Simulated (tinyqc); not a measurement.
Undoped gate-all-around wire MOSFET, analytic charge model: two steps of the calculation.

An undoped round wire of radius R under an insulator shell and a surrounding gate; long channel, electrons only, n = ni exp((psi - V)/Vt) with V the quasi-Fermi potential (0 at the source, Vd at the drain), constant mobility, no quantisation. The radial Poisson equation gives n(r) = n(0)/(1 - (1 - b) r^2/R^2)^2 with b = Q0/(Q + Q0). Q is the electron charge per area of the wire surface.

Values chosen for this exercise; material values those of a made-up semiconductor: temperature T = 300 K; wire radius R = 20 nm; channel mobility mu = 740 cm^2/(V s); gate length L = 1 um; gate voltage Vg = 0.87 V; drain voltage Vd = 0.3 V.

Constants: q = 1.602176634e-19 C, kB = 1.380649e-23 J/K, Vt = kB T/q. Results are converted to the units shown.

Question 1. Charge at the source by Newton steps. With V = 0: f = Q/Cox + Vt ln(Q/Q0) + Vt ln(1 + Q/Q0) - (Vg - V0); f' = 1/Cox + Vt/Q + Vt/(Q + Q0); Q(new) = Q - f/f'.

Q at the start = 4.9 nC/cm^2
Cox = 2.9479057 uF/cm^2
Q0 = 48.984271 nC/cm^2
V0 = 0.44204903 V

Give: f; f'; Q after iteration 1.

Answer 1.

f = -0.48334 V
f' = 0.0060949 V cm^2/nC
Q after iteration 1 = 84.203 nC/cm^2

Question 2. Drain current and line charge. Q solves Vg - V0 - V = Q/Cox + Vt ln(Q/Q0) + Vt ln(1 + Q/Q0). I = mu (2 pi R/L)[2 Vt (Qs - Qd) + (Qs^2 - Qd^2)/(2 Cox) + Vt Q0 ln((Qd + Q0)/(Qs + Q0))], with Qs at V = 0 and Qd at V = Vd. Electrons per length at the source: 2 pi R Qs/q; surface over centre density: (1 + Qs/Q0)^2.

Qs = 826.48479 nC/cm^2
Qd = 169.01960 nC/cm^2
Cox = 2.9479057 uF/cm^2
Q0 = 48.984271 nC/cm^2

Wanted: first term; second term; third term; I; electrons per length; surface over centre density.

Answer 2.

first term = 3.161 uA
second term = 10.32 uA
third term = -0.1637 uA
I = 13.32 uA
electrons per length = 6.482 1/nm
surface over centre density = 319.4

The square-law term makes up 77.5 % of the current.

tinyqc, about 0.02 s, one thread, Intel Xeon 2.30GHz (shared host): `OMP_NUM_THREADS=1 python tinyqc.py 2460069 2460070 out.jsonl`
